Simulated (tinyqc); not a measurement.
Lorentz oscillators and the Kramers-Kronig relations: sweeps and comparisons. A value that a table varies takes the place of the one given here.

eps(E) = 1 + sum_j S_j/(E0_j^2 - E^2 - i G_j E).

Kramers-Kronig: eps1(E) = 1 + (2/pi) P integral_0^infinity E1 eps2(E1)/(E1^2 - E^2) dE1. Maclaurin rule on the grid E_j = j h, j = 1 .. M: eps1(E_i) = 1 + (4 h/pi) sum over j with j - i odd of E_j eps2(E_j)/(E_j^2 - E_i^2); nothing is added above E_M.

n + i k = sqrt(eps1 + i eps2) with k >= 0; R = ((n - 1)^2 + k^2)/((n + 1)^2 + k^2) at normal incidence from vacuum; alpha = 2 E k/(hbar c), times 1e8 for 1/cm; loss function Im(-1/eps) = eps2/(eps1^2 + eps2^2).

Constants: hbar c = 1973.269805 eV angstrom.

Parameters, chosen for this exercise (line positions loosely like those of Si; Lorentz tails absorb below the gap, where the real solid is clear; shifted at random, so the results belong to these values and not to a real crystal):
```
symbol  value                unit  meaning
E0      (3.28, 4.28, 5.49)   eV    resonances
G       (0.24, 0.37, 1.26)   eV    widths
S       (30.8, 134.6, 66.8)  eV^2  strengths
h       0.25                 eV    grid step
M       30                         grid points E_j = j h
E_t     1.7                  eV    energy below the first line
E       1.43                 eV    photon energy
```

## Numerical transform against the formula

Every third grid point is listed; the error is the transform minus the formula.

Dielectric function:
```
E (eV)    eps2  eps1 formula  eps1 transform   error
0.50     0.157        13.613          16.495   2.882
1.25     0.459        14.703          11.995  -2.708
2.00     1.051        17.442          21.593   4.152
2.75     3.526        25.537          19.773  -5.764
3.50    14.223        10.057           8.761  -1.296
4.25    86.015        15.056           9.587  -5.469
5.00    11.727       -14.664         -19.275  -4.611
5.75     9.305       -12.517         -10.791   1.726
6.50     3.168        -9.329         -11.203  -1.875
7.25     1.378        -6.197          -5.678   0.519
```

The largest error listed is -5.764 at 2.75 eV. The rule samples every 2h = 0.5 eV and the narrowest line is 0.24 eV wide, so it is not resolved. The grid ends at 7.5 eV, where eps2 is still 1.104; the error at the last point listed, nearest the missing tail, is +0.519.

## How far the spectrum must be known

The integrals are done by adaptive quadrature and cut at E_cut. f-sum share: (2/pi) integral of E eps2 over sum S. Static share: (2/pi) integral of eps2/E over eps(0) - 1.

Cut integrals:
```
E_cut (eV)  eps1(E_t)  f-sum share  static share
4.4            11.841        0.512         0.700
6.0            15.462        0.847         0.956
8.2            15.953        0.935         0.992
11.0           16.020        0.959         0.998
16.5           16.042        0.975         0.999
27.5           16.048        0.986         1.000
```

eps1(E_t) from the formula = 16.050

Cut at 6 eV, just above the last line, eps1(E_t) lacks 0.588; cut at 27.5 eV it lacks 0.002. At 8.2 eV the static sum has reached 0.992 and the f-sum only 0.935: the f-sum weights eps2 by E and the static sum by 1/E, so the f-sum needs the far tail.

## Optical constants across the spectrum

Spectrum:
```
E (eV)     eps1    eps2      n      k      R   loss
0.82     13.942   0.270  3.734  0.036  0.334  0.001
1.95     17.172   0.991  4.146  0.120  0.374  0.003
3.07     36.703  12.261  6.140  0.998  0.527  0.008
4.19     35.459  72.467  7.620  4.755  0.685  0.011
5.32    -11.182  11.954  1.610  3.712  0.687  0.045
6.44     -9.649   3.432  0.544  3.154  0.823  0.033
7.56     -5.310   1.050  0.227  2.316  0.868  0.036
8.68     -3.225   0.486  0.135  1.801  0.881  0.046
9.81     -2.060   0.273  0.095  1.438  0.884  0.063
10.93    -1.342   0.173  0.074  1.161  0.881  0.094
12.05    -0.859   0.117  0.063  0.929  0.873  0.156
13.18    -0.513   0.084  0.058  0.719  0.857  0.310
```

Among the energies listed the largest values are at (eV): eps2 4.19; n 4.19; k 4.19; R 9.81; loss 13.18 (last row, still rising). eps1 crosses zero at 4.28 and 15.89 eV; the last crossing is upward and marks the plasmon, against sqrt(sum S) = 15.24 eV for free electrons.

## What each oscillator parameter does

At the energy E. Each row changes one parameter from the base and keeps the others.

Results:
```
case                             eps1   eps2      n      k      R
base                           15.160  0.560  3.894  0.072  0.350
E0 = (3.444, 4.28, 5.49) eV    14.764  0.530  3.843  0.069  0.345
G = (0.36, 0.37, 1.26) eV      15.153  0.629  3.893  0.081  0.350
S = (36.96, 134.6, 66.8) eV^2  15.865  0.587  3.984  0.074  0.359
E = 1.502 eV                   15.370  0.605  3.921  0.077  0.353
```

The largest shifts from the base row, up to three for each result and ties (the steps differ in size, so this ranks the rows, not the parameters). eps1: S +0.706, E0 -0.395, E +0.211. eps2: G +0.069, E +0.045, E0 -0.029. n: S +0.090, E0 -0.051, E +0.027. k: G +0.009, E +0.005, E0 -0.003. R: S +0.009, E0 -0.005, E +0.003; unchanged at the printed digits by G.

Computed by tinyqc, a small Python program: `OMP_NUM_THREADS=1 python tinyqc.py 1651838 1651839 out.jsonl` (the numbers bound the seed that draws the inputs); one thread of a shared host (Intel(R) Xeon(R) Processor @ 2.30GHz), about 0.2 s for the whole set of steps.
